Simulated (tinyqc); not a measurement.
# From base transit time tau_B back to gap narrowing across the base dE_g

Model: minority-electron transport through the base of a bipolar transistor (Moll-Ross and Kroemer integrals). Computed by tinyqc, a small Python program. Command: `OMP_NUM_THREADS=1 python tinyqc.py 3024005 3024006 out.jsonl base inv`. One thread of a shared host (Intel(R) Xeon(R) Processor @ 2.30GHz), about 0.02 s of CPU time with the checks.

Low injection, one dimension, x from the emitter edge (0) to the collector edge (W), s = x/W. Recombination is treated as a small correction (valid for tau_B well below tau_n), computed from the stored charge.

Inputs (values chosen for the exercise, modelled on GaAs):

| quantity | value | unit |
|---|---|---|
| intrinsic density n_i at the emitter edge | 2.1e+06 | 1/cm^3 |
| base doping at the emitter edge N_0 | 1.1e+18 | 1/cm^3 |
| base width W | 78 | nm |
| mu_min | 890 | cm^2/(V s) |
| mu_max | 6770 | cm^2/(V s) |
| N_ref | 2.1e+17 | 1/cm^3 |
| saturation velocity v_s | 0.91 | 1e7 cm/s |
| base-emitter voltage V_BE | 0.98 | V |
| temperature T | 300 | K |
| doping ratio N_0/N(W) | 4.2 | - |

Base doping profile: exponential. Gap grading: linear. Exit of the base: saturation velocity.

Constants: k_B = 8.617333262e-05 eV/K; e = 1.602176634e-19 C.

Method. N(x) = N_0 (ratio)^(-s); n_i(x)^2 = n_i^2 exp(s dE_g/k_B T); D(x) = (k_B T/e) mu, mu = mu_min + (mu_max - mu_min)/(1 + (N/N_ref)^0.7). With y(x) = N n_i^2/(D n_i(x)^2): base Gummel number G_B = int_0^W y dx + N(W) n_i^2/(v_s n_i(W)^2); J_C = e n_i^2 exp(e V_BE/k_B T)/G_B; n(x) = (J_C/e)(n_i(x)^2/(N n_i^2)) [int_x^W y dx + the same exit term]; transit time tau_B = (e/J_C) int n dx; trapezoid rule on 401 even points.

Problem. A run gave the result below. Find the gap narrowing across the base dE_g, known to lie between 69 and 240 meV.

base transit time tau_B = 0.244272 ps

Solution.

Each step takes the trial c = (a f_b - b f_a)/(f_b - f_a), f being the result less the target and a, b, c the logarithms of the listed values; c replaces end b, the old b replaces a if the sign of f changed, and otherwise f_a is halved.

Scan of the range:

| gap narrowing across the base dE_g (meV) | base transit time tau_B (ps) |
|---|---|
| 69.0 | 0.351418 |
| 84.9 | 0.312382 |
| 105.0 | 0.273521 |
| 129.0 | 0.237893 |
| 158.0 | 0.205404 |
| 195.0 | 0.174857 |
| 240.0 | 0.148047 |

False position (Illinois rule, in the logarithm of the input) inside the bracket:

| step | end a | end b | trial | base transit time tau_B (ps) |
|---|---|---|---|---|
| 1 | 105.000 | 129.000 | 124.332 | 0.244092 |
| 2 | 105.000 | 124.332 | 124.077 | 0.244440 |
| 3 | 124.332 | 124.077 | 124.200 | 0.244272 |
| 4 | 124.077 | 124.200 | 124.200 | 0.244272 |

Base transit time tau_B falls at every point of a 13-point scan of the range (every second point is shown), so one value fits; it is bracketed by 105 and 129. Answer: gap narrowing across the base dE_g = 124.2 meV.

Caution: the mean velocity exceeds v_s, so drift-diffusion with a low-field mobility overstates the speed.
